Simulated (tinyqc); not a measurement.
Opening the gap, as alloying or pressure does: deep trap from a strong local potential in a two-band host (Koster-Slater model with semi-elliptic bands). Computed by tinyqc, a small Python program. Command: `OMP_NUM_THREADS=1 python tinyqc.py 3023121 3023122 out.jsonl deeptrap walk`. One thread of a shared host (Intel(R) Xeon(R) Processor @ 2.30GHz), about 0.03 s of CPU time with the checks.

The valence band spans -2 W_v to 0 and the conduction band E_g to E_g + 2 W_c. The orbital at the impurity site has weight f_v in the valence band and 1 - f_v in the conduction band, each spread as a semi-ellipse (2/(pi W^2)) sqrt(W^2 - x^2) about the band centre. The impurity adds U to this orbital. Spin is left out.

Inputs (values chosen for the exercise, with a gap close to that of diamond):

| quantity | value | unit |
|---|---|---|
| gap E_g | 5.37 | eV |
| half-width of the valence band W_v | 3.8 | eV |
| half-width of the conduction band W_c | 4.9 | eV |
| valence weight f_v of the site orbital | 0.46 | - |
| impurity potential U | 30.4 | eV |

Impurity: repulsive, acceptor-like.

Method:
- In the gap G(E) = f_v (2/W_v^2)[x - sqrt(x^2 - W_v^2)] - (1 - f_v)(2/W_c^2)[y - sqrt(y^2 - W_c^2)], x = E + W_v, y = E_g + W_c - E.
- The trap level solves G(E) = 1/U (bisection). With D = -dG/dE = D_v + D_c, D_v = f_v (2/W_v^2)[x/sqrt(x^2 - W_v^2) - 1] and D_c = (1 - f_v)(2/W_c^2)[y/sqrt(y^2 - W_c^2) - 1], the weight on the impurity orbital is 1/(U^2 D) and the conduction-band character is D_c/D.
- The conduction band is shifted rigidly; widths, weights and U stay.

Against the gap:

| E_g (eV) | E_t (eV) | depth below E_c (eV) | conduction character |
|---|---|---|---|
| 2.69 | 0.8149 | 1.8751 | 0.29325 |
| 3.49 | 1.0455 | 2.4445 | 0.28328 |
| 4.30 | 1.2710 | 3.0290 | 0.27342 |
| 4.83 | 1.4142 | 3.4158 | 0.26713 |
| 5.37 | 1.5567 | 3.8133 | 0.26086 |
| 6.18 | 1.7643 | 4.4157 | 0.25172 |
| 6.98 | 1.9622 | 5.0178 | 0.24302 |
| 8.59 | 2.3400 | 6.2500 | 0.22647 |

What does the comparison show, and why?

As the conduction band moves up by 5.900 eV the level follows by 1.525 eV, a mean slope of 0.26; the local slope is the conduction character. A shallow donor would follow with slope 1 and a shallow acceptor with slope 0.
